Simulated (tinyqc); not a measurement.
Box-like doped layer, carriers, mobility and sheet resistance: effect of the peak chemical concentration.

An n-type layer from the surface x = 0 to the junction xj, N(x) = N0 for x < xb and N0 10^(-(x - xb)/Lt) beyond. Local neutrality (no depletion at surface or junction, no spilling of carriers), intrinsic carriers neglected, full ionisation of active dopants.

xj = xb + Lt log10(N0/Nb). Active dopant A = min(N, Ns); n = A - Nb; mobility mu = m1 + (m2 (T/300 K)^(-bt) - m1)/(1 + ((A + Nb)/Nr)^am). Dose = integral of N, carrier sheet density = integral of n, 1/Rs = q integral of n mu, mean mobility 1/(q Rs sheet density), Hall mobility (unit Hall factor) = integral of n mu^2 over integral of n mu, Hall sheet density = (integral of n mu)^2/integral of n mu^2; all from 0 to xj. Integrals on 4000 steps.

Values chosen for this exercise; values close to those of phosphorus in silicon over a p-type background: temperature T = 500 K; background doping of the opposite type Nb = 3.3e16 cm^-3; mobility limit at high doping m1 = 69.2 cm^2/(V s); mobility limit at low doping, at 300 K m2 = 1370 cm^2/(V s); reference doping of the mobility law Nr = 9.55e16 cm^-3; exponent of the mobility law am = 0.702; temperature exponent of m2 bt = 2.3; solubility limit of active dopant Ns = 4.05e20 cm^-3; depth of the flat top xb = 82 nm; abruptness of the tail Lt = 22 nm/decade.

Constants: q = 1.602176634e-19 C. Results are converted to the units shown.

Effect of the peak chemical concentration:

| N0 (cm^-3) | xj (nm) | dose (cm^-2) | carriers (cm^-2) | Rs (ohm/square) | mean mobility (cm^2/(V s)) | Rs xj (ohm nm) | Hall/true sheet density |
|---|---|---|---|---|---|---|---|
| 5.3e17 | 108.5 | 4.821e12 | 4.463e12 | 9263 | 151.0 | 1.005e6 | 0.9941 |
| 1.5e18 | 118.5 | 1.370e13 | 1.331e13 | 4038 | 116.1 | 4.783e5 | 0.9885 |
| 3.9e18 | 127.6 | 3.567e13 | 3.525e13 | 1850 | 95.71 | 2.360e5 | 0.9872 |
| 1.1e19 | 137.5 | 1.007e14 | 1.002e14 | 751.2 | 82.90 | 1.033e5 | 0.9902 |
| 2.9e19 | 146.8 | 2.655e14 | 2.650e14 | 308.2 | 76.43 | 4.523e4 | 0.9942 |
| 7.9e19 | 156.3 | 7.232e14 | 7.227e14 | 118.5 | 72.88 | 1.853e4 | 0.9971 |
| 2.2e20 | 166.1 | 2.014e15 | 2.014e15 | 43.64 | 71.03 | 7250 | 0.9988 |
| 5.9e20 | 175.6 | 5.402e15 | 3.853e15 | 23.01 | 70.39 | 4040 | 0.9993 |
| 1.6e21 | 185.1 | 1.465e16 | 4.239e15 | 20.92 | 70.38 | 3872 | 0.9994 |

Read the table: what changes, and by how much?

As N0 goes from 5.3e17 to 1.6e21, xj rises from 109 to 185 nm, Rs falls from 9260 to 20.9 ohm/square, the mean mobility falls from 151 to 70.4 cm^2/(V s) and the share of the dose that conducts goes from 92.6 through a maximum of 100 (at N0 = 2.2e20 among the rows listed) to 28.9 %. Rs goes as dose^(-0.80) at the low end and dose^(-0.10) at the high end; constant mobility and activation would give -1. Above N0 = Ns = 4.05e20 cm^-3 added dopant only widens the clipped top. For N0 = 5.3e17 depletion at the junction, left out, would remove a tenth of the carriers or more.

Numbers from tinyqc (`OMP_NUM_THREADS=1 python tinyqc.py 2110018 2110019 out.jsonl`; about 0.01 s on one thread of a shared Intel Xeon 2.30GHz).
